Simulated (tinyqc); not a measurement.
Gated two-dimensional channel with two bands, quantum capacitance: two steps of the calculation.

phi is the Fermi level above the lowest band edge, in volts; Vg is counted from the gate voltage at which an empty channel would have phi = 0. The channel has no thickness; trap charge is -q Dit phi.

Parameters, values chosen for the exercise; lowest band close to that of monolayer MoS2:

| symbol | value | unit | meaning |
|---|---|---|---|
| T | 77 | K | temperature |
| md | 0.495 | m0 | in-plane mass |
| gv | 2 |  | valley degeneracy |
| m2 | 0.62 | m0 | in-plane mass of a second band, chosen freely |
| g2 | 6 |  | valley degeneracy of that band, chosen freely |
| E2 | 0.2 | eV | second band edge above the first |
| Dit | 0 | cm^-2 eV^-1 | density of traps |
| Vg | 0.15 | V | gate voltage |

Constants: q = 1.602176634e-19 C, kB = 1.380649e-23 J/K, hbar = 1.054571817e-34 J s, m0 = 9.1093837015e-31 kg, Vt = kB T/q. Results are converted to the units shown.

Problem 1. New phi. D1 = gv md m0 q/(pi hbar^2), D2 = g2 m2 m0 q/(pi hbar^2) per eV; n1 = D1 Vt ln(1 + exp(phi/Vt)), n2 = D2 Vt ln(1 + exp((phi - E2)/Vt)), n = n1 + n2; Cq = q dn/dphi = q [D1/(1 + exp(-phi/Vt)) + D2/(1 + exp((E2 - phi)/Vt))]. Newton: f = phi + q (n + Dit phi)/Cox - Vg, phi(new) = phi - f/(1 + (Cq + q Dit)/Cox).

phi after iteration 1 = -5.1852824e-4 V
Cox = 1.1960920 uF/cm^2

Wanted: n1; n2; Cq; f; phi after iteration 2.

Solution 1.

n1 = 1.797e12 cm^-2
n2 = 0.7745 cm^-2
Cq = 31.84 uF/cm^2
f = 0.09018 V
phi after iteration 2 = -0.003784 V

Problem 2. Charge and capacitances at the solution. 1/C_G = 1/Cox + 1/(Cq + q Dit); dphi/dVg = Cox/(Cox + Cq + q Dit).

converged phi = -0.0043173453 V
Cox = 1.1960920 uF/cm^2

Find: n; Cq; C_G; dphi/dVg.

Solution 2.

n = 1.152e12 cm^-2
Cq = 22.72 uF/cm^2
C_G = 1.136 uF/cm^2
dphi/dVg = 0.05002

Cq is 19.0 times Cox, so C_G is 95.0 % of Cox.

Numbers from tinyqc (`OMP_NUM_THREADS=1 python tinyqc.py 2200109 2200110 out.jsonl`; about 0.01 s on one thread of a shared Intel Xeon 2.30GHz).
